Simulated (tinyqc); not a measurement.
Comparisons within one model: Koster-Slater impurity in an sp3s* host. A value that a table varies takes the place of the one given here.

sp3s* tight binding, nearest neighbours only: anion (a) at 0, cation (c) at a/4 (1,1,1), orbitals s, px, py, pz, s* on each; k in units of 2 pi/a. With phases e_j = exp(i (pi/2) k.n_j) for n = (1,1,1), (1,-1,-1), (-1,1,-1), (-1,-1,1): g0 = (e1+e2+e3+e4)/4, g1 = (e1+e2-e3-e4)/4, g2 = (e1-e2+e3-e4)/4, g3 = (e1-e2-e3+e4)/4. The diagonal holds the levels Esa, Epa, Exa (s*) and Esc, Epc, Exc. Anion-cation block: <sa|sc> = Vss g0; <sa|xc> = Vsapc g1; <xa|sc> = -Vscpa g1; <xa|xc> = Vxx g0; <xa|yc> = <ya|xc> = Vxy g3, <xa|zc> = <za|xc> = Vxy g2, <ya|zc> = <za|yc> = Vxy g1; <s*a|xc> = Vxapc g1; <xa|s*c> = -Vpaxc g1; y and z take g2 and g3 in place of g1; s-s* and s*-s* vanish.

A defect on an anion site (a) shifts the s level there by Vs or the three p levels by Vp and leaves the rest. A level in the gap solves 1/Vs = G_s(E) (symmetry A1) or 1/Vp = G_p(E) (T2, threefold), with G(E) = (1/N^3) sum over k and bands of w/(E - e), where w is the weight of the state on the s orbital of that site, or the mean weight on its px, py, pz. Mesh: k = f1 (-1,1,1) + f2 (1,-1,1) + f3 (1,1,-1), f = (j + 1/2)/N, j = 0 to N - 1. Energies from the top of the valence band at Gamma; the s* orbital of the site is left as it is. An infinite shift removes the s or p orbitals, the model of the ideal vacancy: G(E) = 0.

Inputs chosen for the exercise (out of a larger set: near a published set for GaP; not measured data): p = (-8.048, 1.113, -2.206, 4.081, 8.61, 7.105, -7.515, 2.166, 5.085, 4.228, 6.265, 4.621, 5.141) eV (order Esa, Epa, Esc, Epc, Exa, Exc, Vss, Vxx, Vxy, Vsapc, Vscpa, Vxapc, Vpaxc); N = 5 (mesh); V = 17.9 eV (shift of the p levels).

## Level against strength of the defect

Eg (smallest gap of the host) = 2.40142 eV

A dash: no level in the gap from 0 to Eg. The last row is the ideal vacancy.

Levels (eV above the valence band):

| shift (eV) | A1 | T2 |
|---|---|---|
| -40 | 1.477 | 2.212 |
| -20 | 1.703 | 2.315 |
| -12 | 1.899 | 2.388 |
| -8 | 2.050 | - |
| -5 | 2.198 | - |
| -3 | 2.311 | - |
| +3 | - | - |
| +5 | - | 0.288 |
| +8 | - | 0.811 |
| +12 | - | 1.232 |
| +20 | - | 1.599 |
| +40 | 0.595 | 1.851 |
| vacancy | 1.132 | 2.059 |

A1: a level lies in the gap for the attractive shifts -3, -5, -8, -12, -20 and -40 eV and for the repulsive +40 eV; both branches tend to the vacancy level, 1.132 eV, which pins them. T2: a level lies in the gap for the attractive shifts -12, -20 and -40 eV and for the repulsive +5, +8, +12, +20 and +40 eV; both branches tend to the vacancy level, 2.059 eV, which pins them. A level passes the edges where the shift equals 1/G, a value that is sensitive to the mesh there: on this one 1/G(0) = 22.3 and 1/G(Eg) = -1.2 eV for s, 3.4 and -10.5 eV for p.

## Convergence with the mesh

The same level (G_p = 1/V) on meshes of growing size; a dash: no level from 0 to Eg.

Mesh:

| N | points | G_p(Eg/2) (1/eV) | level (eV) |
|---|---|---|---|
| 2 | 8 | 0.08931 | 1.5614 |
| 3 | 27 | 0.08665 | 1.5382 |
| 4 | 64 | 0.08630 | 1.5355 |
| 6 | 216 | 0.08624 | 1.5351 |
| 8 | 512 | 0.08624 | 1.5351 |

Against N = 8, G at mid-gap is off by +0.00307 at N = 2 and 0.00000 1/eV at N = 6; the level moves by 0.0 meV from N = 6 to 8. Errors in G are magnified in the level by 1/|dG/dE|, and a level near a band edge needs the finest mesh, since the sum there is ruled by few points.

Program tinyqc; command `OMP_NUM_THREADS=1 python tinyqc.py 1480639 1480640 out.jsonl`; about 0.05 s on one thread of a shared Intel(R) Xeon(R) Processor @ 2.30GHz.
